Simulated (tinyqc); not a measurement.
## Reverse leakage of an n+-p junction: diffusion, generation, trap-assisted and band-to-band tunnelling: leakage components against the temperature

One-sided abrupt junction in the depletion approximation, x from the junction (0) to W on the p side, field F = F0 (1 - x/W). Flat quasi-Fermi levels, long p side. Traps generate through SRH with both lifetimes shortened by 1 + Gamma (Hurkx enhancement, form for moderate fields); band-to-band generation is local and needs a total bending above Eg.

Nc and Nv are given at 300 K and scale as (T/300 K)^1.5; all else is held fixed. ni = sqrt(Nc Nv) exp(-Eg/(2 Vt)), Eg in volts; Vbi = Vt ln(Na Nd/ni^2); W = sqrt(2 eps0 eps_r (Vbi + VR)/(q Na)); F0 = 2 (Vbi + VR)/W; FG = sqrt(24 mt m0 (kB T)^3)/(q hbar); J_diff = q ni^2 sqrt(Dn/tau)(1 - exp(-VR/Vt))/Na. u = (Vbi + VR)(1 - x/W)^2, p = Na exp(-u/Vt), n = Nd exp((u - Vbi - VR)/Vt); G0 = ni^2 (1 - exp(-VR/Vt))/(tau (n + p + 2 ni cosh(Et/Vt))); Gamma = 2 sqrt(3 pi)(F/FG) exp((F/FG)^2); trap-assisted part G0 Gamma; G_bb = Ab F^2.5 exp(-Bb/F) with F in V/cm, zero unless Vbi + VR > Eg. Currents are q times the integrals over 0 to W; J_bb under 1e-8 of J is printed as 0; rows with F0/FG above 2.2, beyond the range of this Gamma, are left out.

Inputs (values chosen for the exercise); band and dielectric values close to those of silicon: band gap Eg = 1.12 eV; relative permittivity eps_r = 11.8; conduction-band density of states at the reference temperature Nc = 2.79e19 cm^-3; valence-band density of states at the reference temperature Nv = 2.67e19 cm^-3; acceptor density of the lighter side Na = 3.9e17 cm^-3; donor density of the heavier side Nd = 1e20 cm^-3; SRH lifetime of both carriers at zero field tau = 5e-8 s; trap level above the intrinsic level Et = 0 eV; tunnelling mass mt = 0.26 m0; electron diffusion coefficient on the lighter side Dn = 5.5 cm^2/s; band-to-band prefactor Ab = 2.2e14 cm^-0.5 V^-2.5 s^-1; band-to-band field constant Bb = 1.96e7 V/cm; reverse bias VR = 1.7 V.

Constants: q = 1.602176634e-19 C, kB = 1.380649e-23 J/K, hbar = 1.054571817e-34 J s, m0 = 9.1093837015e-31 kg, Vt = kB T/q, eps0 = 8.8541878128e-14 F/cm where lengths are in cm. Results are converted to the units shown.

Result of one run:

| F0 (kV/cm) | F0/FG | J_diff (A/cm^2) | J_SRH (A/cm^2) | J_TAT (A/cm^2) | J_bb (A/cm^2) | J (A/cm^2) | largest part |
|---|---|---|---|---|---|---|---|
| 565 | 0.876 | 7.06e-7 | 1.02e-4 | 4.92e-4 | 0 | 5.94e-4 | trap-assisted tunnelling |

Which temperature T gave this result: 280, 340, 400 or 430 K?

T = 430 K.

The whole series:

| T (K) | F0 (kV/cm) | F0/FG | J_diff (A/cm^2) | J_SRH (A/cm^2) | J_TAT (A/cm^2) | J_bb (A/cm^2) | J (A/cm^2) | largest part |
|---|---|---|---|---|---|---|---|---|
| 250 | 575 | 2.01 | 4.91e-17 | 7.93e-10 | 5.67e-8 | 3.57e-12 | 5.75e-8 | trap-assisted tunnelling |
| 280 | 574 | 1.69 | 1.81e-14 | 1.54e-8 | 4.59e-7 | 3.23e-12 | 4.75e-7 | trap-assisted tunnelling |
| 310 | 572 | 1.45 | 2.19e-12 | 1.71e-7 | 2.83e-6 | 2.90e-12 | 3.00e-6 | trap-assisted tunnelling |
| 340 | 571 | 1.26 | 1.17e-10 | 1.26e-6 | 1.36e-5 | 2.59e-12 | 1.49e-5 | trap-assisted tunnelling |
| 370 | 569 | 1.10 | 3.34e-9 | 6.83e-6 | 5.32e-5 | 2.30e-12 | 6.01e-5 | trap-assisted tunnelling |
| 400 | 567 | 0.979 | 5.89e-8 | 2.90e-5 | 1.74e-4 | 0 | 2.03e-4 | trap-assisted tunnelling |
| 430 | 565 | 0.876 | 7.06e-7 | 1.02e-4 | 4.92e-4 | 0 | 5.94e-4 | trap-assisted tunnelling |

J rises from 5.75e-8 to 5.94e-4 A/cm^2. Trap-assisted tunnelling leads at T = 250 and in all other rows. Activation energies over the table: 1.20 eV for diffusion (Eg = 1.12 eV, raised by the T^3 of ni^2), 0.605 eV for SRH generation (Eg/2 + |Et| = 0.560 eV), 0.467 eV for the trap-assisted part, lower since Gamma grows on cooling; the total shows 0.425 eV at the cold end and 0.530 eV at the hot end.

Range of the model: The n+ side is degenerate, so Vbi from Boltzmann statistics is only a guide.

Program tinyqc, `OMP_NUM_THREADS=1 python tinyqc.py 2290093 2290094 out.jsonl`; Intel Xeon 2.30GHz, shared host, one thread, about 0.01 s.
